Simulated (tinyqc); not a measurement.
Worked calculation: RHF in the 3-21g basis, for H2, spin multiplicity 1. Computed by tinyqc, a small Python program that keeps every step (integrals from PySCF). Settings: charge = 0, multiplicity = 1, basis = 3-21g, energy threshold = 1e-10, iteration cap = 69, orthogonalisation = canonical, start = random, DIIS depth = 8, method = RHF. Command: `OMP_NUM_THREADS=1 python tinyqc.py 29417 29418 out.jsonl` (the two numbers bound the seeds that draw the settings). One thread of a shared host (Intel(R) Xeon(R) Processor @ 2.60GHz), about 0.04 s of CPU time with the checks. Later iterations appear only in the table of the cycle.

## One-electron integrals

Geometry (angstrom):
```
atom         x         y         z
H     0.000000  0.000000  0.000000
H     0.000000  0.000000  0.635000
```

Basis 3-21g: exponents (1/bohr^2) and contraction coefficients of normalised primitives:
```
element  l (shell)  exponent  coefficient
H            s (1)  5.447178     0.156285
H            s (1)  0.824547     0.904691
H            s (2)  0.183192     1.000000
```

Overlap, kinetic and nuclear-attraction integrals over the contracted functions; the nuclear repulsion is the sum of Za Zb / Rab.

nuclear repulsion = 0.83334994 hartree

overlap S, order 1H 1s, 1H 2s, 2H 1s, 2H 2s:
```
[[1.000000, 0.645899, 0.508550, 0.519482],
 [0.645899, 1.000000, 0.519482, 0.876435],
 [0.508550, 0.519482, 1.000000, 0.645899],
 [0.519482, 0.876435, 0.645899, 1.000000]]
```

kinetic energy T (hartree), order 1H 1s, 1H 2s, 2H 1s, 2H 2s:
```
[[1.549405, 0.293152, 0.369060, 0.201424],
 [0.293152, 0.274788, 0.201424, 0.219658],
 [0.369060, 0.201424, 1.549405, 0.293152],
 [0.201424, 0.219658, 0.293152, 0.274788]]
```

nuclear attraction V (hartree), order 1H 1s, 1H 2s, 2H 1s, 2H 2s:
```
[[-2.534272, -1.275742, -1.296933, -1.061861],
 [-1.275742, -1.262745, -1.061861, -1.146601],
 [-1.296933, -1.061861, -2.534272, -1.275742],
 [-1.061861, -1.146601, -1.275742, -1.262745]]
```

core Hamiltonian H = T + V (hartree), order 1H 1s, 1H 2s, 2H 1s, 2H 2s:
```
[[-0.984868, -0.982590, -0.927873, -0.860436],
 [-0.982590, -0.987957, -0.860436, -0.926944],
 [-0.927873, -0.860436, -0.984868, -0.982590],
 [-0.860436, -0.926944, -0.982590, -0.987957]]
```

## Two-electron integrals

Functions are numbered as in S; the eight-fold symmetry (ij|kl) = (ji|kl) = (kl|ij) leaves the list below.

Two-electron integrals (ij|kl) in chemists' order, unique and non-zero (hartree):
```
(11|11) 1.140145   (21|11) 0.611403   (21|21) 0.345152   (22|11) 0.626370
(22|21) 0.380329   (22|22) 0.482957   (31|11) 0.501145   (31|21) 0.280893
(31|22) 0.304911   (31|31) 0.275074   (32|11) 0.394157   (32|21) 0.234102
(32|22) 0.280408   (32|31) 0.235339   (32|32) 0.222751   (33|11) 0.751790
(33|21) 0.451526   (33|22) 0.544711   (33|31) 0.501145   (33|32) 0.486393
(33|33) 1.140145   (41|11) 0.486393   (41|21) 0.275265   (41|22) 0.304586
(41|31) 0.235339   (41|32) 0.199370   (41|33) 0.394157   (41|41) 0.222751
(42|11) 0.529286   (42|21) 0.322729   (42|22) 0.414157   (42|31) 0.276930
(42|32) 0.264241   (42|33) 0.529286   (42|41) 0.264241   (42|42) 0.370977
(43|11) 0.451526   (43|21) 0.272244   (43|22) 0.335874   (43|31) 0.280893
(43|32) 0.275265   (43|33) 0.611403   (43|41) 0.234102   (43|42) 0.322729
(43|43) 0.345152   (44|11) 0.544711   (44|21) 0.335874   (44|22) 0.443651
(44|31) 0.304911   (44|32) 0.304586   (44|33) 0.626370   (44|41) 0.280408
(44|42) 0.414157   (44|43) 0.380329   (44|44) 0.482957
```

## Orthogonalisation

S = U s U^T; canonical form X = U s^(-1/2), so that X^T S X = 1. Each column of U has its largest component positive (the first on a tie).

eigenvalues of S: [0.084313, 0.512684, 0.530702, 2.872301]

X, order 1H 1s, 1H 2s, 2H 1s, 2H 2s:
```
[[-0.722129, 0.750770, 0.926985, 0.271050],
 [2.325689, -0.641564, 0.287830, 0.317188],
 [0.722129, 0.750770, -0.926985, 0.271050],
 [-2.325689, -0.641564, -0.287830, 0.317188]]
```

## Starting guess

The start is random orthonormal orbitals; D = 2 C_occ C_occ^T.

D at the start, order 1H 1s, 1H 2s, 2H 1s, 2H 2s:
```
[[1.243929, -2.006274, 0.993626, 0.037660],
 [-2.006274, 3.235822, -1.602572, -0.060740],
 [0.993626, -1.602572, 0.793689, 0.030082],
 [0.037660, -0.060740, 0.030082, 0.001140]]
```

## Iteration 1: building the Fock matrix

J_ij = sum D_kl (ij|kl), K_ij = sum D_kl (ik|jl); F = H + J - 0.5 K; E = tr D H + tr D J / 2 - 0.25 tr D K + E_nn.

Coulomb J (hartree), order 1H 1s, 1H 2s, 2H 1s, 2H 2s:
```
[[1.321185, 0.770814, 0.674362, 0.626698],
 [0.770814, 0.948695, 0.597904, 0.821779],
 [0.674362, 0.597904, 1.230746, 0.716933],
 [0.626698, 0.821779, 0.716933, 0.886523]]
```

exchange K (hartree), order 1H 1s, 1H 2s, 2H 1s, 2H 2s:
```
[[0.413362, 0.042631, 0.361686, 0.069506],
 [0.042631, 0.199603, 0.022772, 0.141800],
 [0.361686, 0.022772, 0.485406, 0.070708],
 [0.069506, 0.141800, 0.070708, 0.116236]]
```

Fock matrix F (hartree), order 1H 1s, 1H 2s, 2H 1s, 2H 2s:
```
[[0.129637, -0.233091, -0.434355, -0.268491],
 [-0.233091, -0.139063, -0.273918, -0.176065],
 [-0.434355, -0.273918, 0.003175, -0.301011],
 [-0.268491, -0.176065, -0.301011, -0.159552]]
```

total energy of this density = 0.97697105 hartree

## Iteration 1: diagonalisation and new density

Diagonalise F' = X^T F X, C = X C', fill 1 alpha and 1 beta electrons from the bottom; D = 2 C_occ C_occ^T. Each column has its largest component positive (the first on a tie).

F' = X^T F X (hartree):
```
[[0.783812, 0.043964, -0.618415, 0.012956],
 [0.043964, 0.354398, 0.054112, -0.086483],
 [-0.618415, 0.054112, 0.869475, 0.060086],
 [0.012956, -0.086483, 0.060086, -0.304639]]
```

orbital energies (hartree): [-0.323149, 0.191474, 0.387420, 1.447301]

coefficients C, order 1H 1s, 1H 2s, 2H 1s, 2H 2s:
```
[[0.334407, -0.101506, -0.707689, 1.181076],
 [0.040247, 2.029696, -0.006715, -1.372062],
 [0.405136, -0.292957, -0.650805, -1.159479],
 [0.407865, -1.527542, 1.269995, 1.375232]]
```

D after iteration 1, order 1H 1s, 1H 2s, 2H 1s, 2H 2s:
```
[[0.223656, 0.026918, 0.270960, 0.272786],
 [0.026918, 0.003240, 0.032611, 0.032831],
 [0.270960, 0.032611, 0.328270, 0.330481],
 [0.272786, 0.032831, 0.330481, 0.332708]]
```

## Iteration 2: building the Fock matrix

As before.

Coulomb J (hartree), order 1H 1s, 1H 2s, 2H 1s, 2H 2s:
```
[[1.613811, 0.935329, 0.890806, 0.781423],
 [0.935329, 1.087444, 0.812798, 0.997778],
 [0.890806, 0.812798, 1.734102, 0.991193],
 [0.781423, 0.997778, 0.991193, 1.124313]]
```

exchange K (hartree), order 1H 1s, 1H 2s, 2H 1s, 2H 2s:
```
[[1.182331, 0.927260, 1.099992, 0.928201],
 [0.927260, 0.818858, 0.991823, 0.853070],
 [1.099992, 0.991823, 1.442763, 1.091405],
 [0.928201, 0.853070, 1.091405, 0.918708]]
```

Fock matrix F (hartree), order 1H 1s, 1H 2s, 2H 1s, 2H 2s:
```
[[0.037778, -0.510891, -0.587064, -0.543114],
 [-0.510891, -0.309941, -0.543549, -0.355701],
 [-0.587064, -0.543549, 0.027853, -0.537099],
 [-0.543114, -0.355701, -0.537099, -0.322998]]
```

total energy of this density = -1.07350827 hartree

## Iteration 2: DIIS over 2 matrices

error matrix X^T (FDS - SDF) X:
```
[[0.000000, 0.010285, -0.009337, -0.036404],
 [-0.010285, 0.000000, 0.005108, 0.223048],
 [0.009337, -0.005108, 0.000000, -0.184410],
 [0.036404, -0.223048, 0.184410, 0.000000]]
```

B (overlaps of the stored error matrices):
```
[[2.1829142e-01, 7.0043742e-02],
 [7.0043742e-02, 1.7060372e-01]]
```

Minimise |sum c_i e_i|^2 with sum c_i = 1: solve [B -1; -1 0][c; lambda] = [0; -1] with B_ij = tr e_i^T e_j, and take F = sum c_i F_i.

DIIS coefficients: [0.404168, 0.595832]

extrapolated F (hartree), order 1H 1s, 1H 2s, 2H 1s, 2H 2s:
```
[[0.074904, -0.398613, -0.525344, -0.432120],
 [-0.398613, -0.240878, -0.434573, -0.283098],
 [-0.525344, -0.434573, 0.017879, -0.441680],
 [-0.432120, -0.283098, -0.441680, -0.256938]]
```

## Iteration 2: diagonalisation and new density

As before.

F' = X^T F X (hartree):
```
[[0.877463, 0.037123, -0.668240, 0.015862],
 [0.037123, 0.666518, 0.018426, -0.088063],
 [-0.668240, 0.018426, 1.002339, 0.032347],
 [0.015862, -0.088063, 0.032347, -0.470936]]
```

orbital energies (hartree): [-0.479566, 0.267134, 0.676530, 1.611287]

coefficients C, order 1H 1s, 1H 2s, 2H 1s, 2H 2s:
```
[[0.317272, 0.038108, -0.749269, 1.163777],
 [0.180387, 1.978101, 0.504026, -1.343288],
 [0.339856, -0.138713, -0.702049, -1.179101],
 [0.351009, -1.831189, 0.816754, 1.363943]]
```

D after iteration 2, order 1H 1s, 1H 2s, 2H 1s, 2H 2s:
```
[[0.201323, 0.114464, 0.215653, 0.222730],
 [0.114464, 0.065079, 0.122611, 0.126635],
 [0.215653, 0.122611, 0.231004, 0.238585],
 [0.222730, 0.126635, 0.238585, 0.246414]]
```

## Iteration 3: building the Fock matrix

As before.

Coulomb J (hartree), order 1H 1s, 1H 2s, 2H 1s, 2H 2s:
```
[[1.597137, 0.926746, 0.861297, 0.769159],
 [0.926746, 1.080869, 0.781817, 0.981615],
 [0.861297, 0.781817, 1.644690, 0.949409],
 [0.769159, 0.981615, 0.949409, 1.096614]]
```

exchange K (hartree), order 1H 1s, 1H 2s, 2H 1s, 2H 2s:
```
[[1.194108, 0.962463, 1.046277, 0.935993],
 [0.962463, 0.875332, 0.960871, 0.881594],
 [1.046277, 0.960871, 1.294186, 1.029558],
 [0.935993, 0.881594, 1.029558, 0.919614]]
```

Fock matrix F (hartree), order 1H 1s, 1H 2s, 2H 1s, 2H 2s:
```
[[0.015215, -0.537075, -0.589715, -0.559274],
 [-0.537075, -0.344754, -0.559054, -0.386126],
 [-0.589715, -0.559054, 0.012730, -0.547960],
 [-0.559274, -0.386126, -0.547960, -0.351150]]
```

total energy of this density = -1.10781653 hartree

## Iteration 3: DIIS over 3 matrices

error matrix X^T (FDS - SDF) X:
```
[[0.000000, 0.000300, -0.001213, -0.028162],
 [-0.000300, 0.000000, 0.002607, 0.077911],
 [0.001213, -0.002607, 0.000000, -0.070284],
 [0.028162, -0.077911, 0.070284, 0.000000]]
```

B (overlaps of the stored error matrices):
```
[[2.1829142e-01, 7.0043742e-02, 2.5835389e-02],
 [7.0043742e-02, 1.7060372e-01, 6.2783606e-02],
 [2.5835389e-02, 6.2783606e-02, 2.3622665e-02]]
```

As before.

DIIS coefficients: [0.003508, -0.570625, 1.567117]

extrapolated F (hartree), order 1H 1s, 1H 2s, 2H 1s, 2H 2s:
```
[[0.002742, -0.550951, -0.590683, -0.567475],
 [-0.550951, -0.363897, -0.566901, -0.402750],
 [-0.590683, -0.566901, 0.004066, -0.553291],
 [-0.567475, -0.402750, -0.553291, -0.366542]]
```

## Iteration 3: diagonalisation and new density

As before.

F' = X^T F X (hartree):
```
[[0.924370, 0.002679, -0.686418, 0.003643],
 [0.002679, 0.862292, -0.001831, -0.070267],
 [-0.686418, -0.001831, 1.043298, 0.000655],
 [0.003643, -0.070267, 0.000655, -0.625746]]
```

orbital energies (hartree): [-0.629069, 0.294855, 0.865592, 1.672837]

coefficients C, order 1H 1s, 1H 2s, 2H 1s, 2H 2s:
```
[[0.306844, 0.094641, 0.741717, 1.168179],
 [0.278857, 1.910194, -0.658969, -1.357589],
 [0.305326, -0.094069, 0.732633, -1.174339],
 [0.294418, -1.906881, -0.652586, 1.362037]]
```

D after iteration 3, order 1H 1s, 1H 2s, 2H 1s, 2H 2s:
```
[[0.188306, 0.171131, 0.187375, 0.180681],
 [0.171131, 0.155523, 0.170285, 0.164201],
 [0.187375, 0.170285, 0.186448, 0.179787],
 [0.180681, 0.164201, 0.179787, 0.173364]]
```

## Iteration 4: building the Fock matrix

As before.

Coulomb J (hartree), order 1H 1s, 1H 2s, 2H 1s, 2H 2s:
```
[[1.589956, 0.923168, 0.844448, 0.762817],
 [0.923168, 1.078317, 0.763303, 0.972154],
 [0.844448, 0.763303, 1.591541, 0.924070],
 [0.762817, 0.972154, 0.924070, 1.079134]]
```

exchange K (hartree), order 1H 1s, 1H 2s, 2H 1s, 2H 2s:
```
[[1.201790, 0.982506, 1.012601, 0.936781],
 [0.982506, 0.906998, 0.937183, 0.892256],
 [1.012601, 0.937183, 1.204604, 0.985404],
 [0.936781, 0.892256, 0.985404, 0.909898]]
```

Fock matrix F (hartree), order 1H 1s, 1H 2s, 2H 1s, 2H 2s:
```
[[0.004193, -0.550674, -0.589725, -0.566010],
 [-0.550674, -0.363138, -0.565724, -0.400917],
 [-0.589725, -0.565724, 0.004371, -0.551221],
 [-0.566010, -0.400917, -0.551221, -0.363772]]
```

total energy of this density = -1.11375273 hartree

## Iteration 4: DIIS over 4 matrices

error matrix X^T (FDS - SDF) X:
```
[[0.000000, -0.000263, 0.000006, -0.005511],
 [0.000263, 0.000000, 0.000041, -0.000937],
 [-0.000006, -0.000041, 0.000000, -0.000836],
 [0.005511, 0.000937, 0.000836, 0.000000]]
```

B (overlaps of the stored error matrices):
```
[[2.1829142e-01, 7.0043742e-02, 2.5835389e-02, 1.8479781e-04],
 [7.0043742e-02, 1.7060372e-01, 6.2783606e-02, 2.8676605e-04],
 [2.5835389e-02, 6.2783606e-02, 2.3622665e-02, 2.8203843e-04],
 [1.8479781e-04, 2.8676605e-04, 2.8203843e-04, 6.4027022e-05]]
```

As before.

DIIS coefficients: [-0.000301, 0.155141, -0.426956, 1.272116]

extrapolated F (hartree), order 1H 1s, 1H 2s, 2H 1s, 2H 2s:
```
[[0.004660, -0.550404, -0.589364, -0.565423],
 [-0.550404, -0.362802, -0.565220, -0.400285],
 [-0.589364, -0.565220, 0.004446, -0.550498],
 [-0.565423, -0.400285, -0.550498, -0.362897]]
```

## Iteration 4: diagonalisation and new density

As before.

F' = X^T F X (hartree):
```
[[0.924493, 0.000211, -0.687084, 0.000240],
 [0.000211, 0.862241, 0.000260, -0.070776],
 [-0.687084, 0.000260, 1.042780, 0.000053],
 [0.000240, -0.070776, 0.000053, -0.623194]]
```

orbital energies (hartree): [-0.626559, 0.294012, 0.865605, 1.673262]

coefficients C, order 1H 1s, 1H 2s, 2H 1s, 2H 2s:
```
[[0.306433, 0.094335, 0.737026, -1.171276],
 [0.285819, 1.908621, -0.654738, 1.360397],
 [0.306357, -0.095010, 0.737079, 1.171208],
 [0.286911, -1.907742, -0.657066, -1.360278]]
```

D after iteration 4, order 1H 1s, 1H 2s, 2H 1s, 2H 2s:
```
[[0.187803, 0.175169, 0.187756, 0.175838],
 [0.175169, 0.163386, 0.175126, 0.164009],
 [0.187756, 0.175126, 0.187710, 0.175794],
 [0.175838, 0.164009, 0.175794, 0.164636]]
```

## Iteration 8 (converged): orbitals

converged F (hartree), order 1H 1s, 1H 2s, 2H 1s, 2H 2s:
```
[[0.004398, -0.550857, -0.589734, -0.565800],
 [-0.550857, -0.363281, -0.565800, -0.400753],
 [-0.589734, -0.565800, 0.004398, -0.550857],
 [-0.565800, -0.400753, -0.550857, -0.363281]]
```

As before.

F' = X^T F X (hartree):
```
[[0.924627, 0.000000, -0.687043, 0.000000],
 [0.000000, 0.862612, 0.000000, -0.070737],
 [-0.687043, 0.000000, 1.043235, 0.000000],
 [0.000000, -0.070737, 0.000000, -0.623757]]
```

orbital energies (hartree): [-0.627115, 0.294334, 0.865971, 1.673528]

coefficients C, order 1H 1s, 1H 2s, 2H 1s, 2H 2s:
```
[[0.306354, 0.094534, 0.737069, -1.171253],
 [0.286402, 1.908342, -0.655886, 1.360112],
 [0.306354, -0.094534, 0.737069, 1.171253],
 [0.286402, -1.908342, -0.655886, -1.360112]]
```

D after iteration 8, order 1H 1s, 1H 2s, 2H 1s, 2H 2s:
```
[[0.187706, 0.175481, 0.187706, 0.175481],
 [0.175481, 0.164052, 0.175481, 0.164052],
 [0.187706, 0.175481, 0.187706, 0.175481],
 [0.175481, 0.164052, 0.175481, 0.164052]]
```

## Convergence

Stop when the energy changes by less than 1e-10 hartree and every element of the error matrix X^T (F D S - S D F) X is below 3e-06.

Course of the cycle:
```
iteration  E (hartree)     change  largest element of the error matrix
1           0.97697105          -                             2.86e-01
2          -1.07350827  -2.05e+00                             2.23e-01
3          -1.10781653  -3.43e-02                             7.79e-02
4          -1.11375273  -5.94e-03                             5.51e-03
5          -1.11377167  -1.89e-05                             3.62e-04
6          -1.11377178  -1.01e-07                             1.65e-05
7          -1.11377178  -1.55e-10                             4.69e-08
8          -1.11377178  -4.44e-16                             2.04e-08
```

PySCF RHF in the same basis = -1.11377178 hartree

Converged in 8 iterations.

## Populations, bond orders and dipole

Mulliken: Z minus the diagonal of D S on the atom; Loewdin: the same with S^(1/2) D S^(1/2); Mayer order: 2 sum_s sum (D(s) S)_ij (D(s) S)_ji over the two atoms.

Charges (e):
```
atom   Mulliken    Loewdin
1H     4.64e-09   1.90e-09
2H    -4.64e-09  -1.90e-09
```

Mayer bond orders:
```
pair     order
2-1   1.000000
```

dipole moment about the origin, x y z (debye): [0.000000, 0.000000, 0.000000]
